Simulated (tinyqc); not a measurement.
Permittivity and interlayer from two capacitances.

Problem. A two-layer stack has Cox = eps0/(t1/e1 + t2/e2) and EOT = 3.9 eps0/Cox. Find e2, the EOT of layer 1 and, with e1 given, t1.

Inputs (values chosen for the exercise):
```
symbol  value  unit                           meaning
e1        7.4        relative permittivity of layer 1
```

Constants: eps0 = 8.8541878128e-14 F/cm where lengths are in cm. Results are converted to the units shown.

Cox at t2 = 2.1 and 8.4 nm (uF/cm^2): 2.9739451  1.5192675

Solution. EOT is linear in t2 with slope 3.9/e2, and its intercept is the EOT of layer 1.

e2 = 22.1
EOT of layer 1 = 0.791 nm
t1 = 1.50 nm

Computed by the program tinyqc: `OMP_NUM_THREADS=1 python tinyqc.py 2010145 2010146 out.jsonl`, one thread of a shared Intel Xeon 2.30GHz, about 0.01 s for the whole run.
